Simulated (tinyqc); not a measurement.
X-ray photoelectron analysis of a thin oxide on a semiconductor: attenuation lengths, thickness, angle series and band offsets: one step, computed by the program tinyqc.

The same element is seen in the oxide and in the substrate, at nearly the same kinetic energy; films are flat and uniform, and the work function is ignored.

Task: Band offsets by core levels. Valence band offset = (E_core - E_v)(substrate) - (E_core - E_v)(oxide) + (core level separation at the interface, oxide less substrate). The separation is made here from the given offset; a uniform field F that raises the binding energy towards the surface shifts the oxide peak by e F <z>, <z> = d/(1 - exp(-x)) - d/x, x = d/(L_o cos theta), being the mean distance from the interface. Conduction band offset = oxide gap - substrate gap - valence band offset.

Inputs (values chosen for the exercise, modelled on SiO2 on silicon):
```
quantity,value,unit
oxide gap,8.83,eV
substrate gap,1.12,eV
oxide thickness d,3.2,nm
valence band offset used to make the data,4.61,eV
"core level less valence band top, substrate",98.71,eV
"core level less valence band top, thick oxide",98.24,eV
field in the oxide,0.3,MV/cm
```

d/(L_o cos theta) = 1.811314

Give: separation without field; <z>; separation with field; apparent valence band offset; true conduction band offset; apparent conduction band offset.

Result:

separation without field = 4.14 eV

<z> = 2.059 nm

separation with field = 4.202 eV

apparent valence band offset = 4.672 eV

true conduction band offset = 3.1 eV

apparent conduction band offset = 3.038 eV

The field biases both offsets by 0.062 eV, in opposite directions.
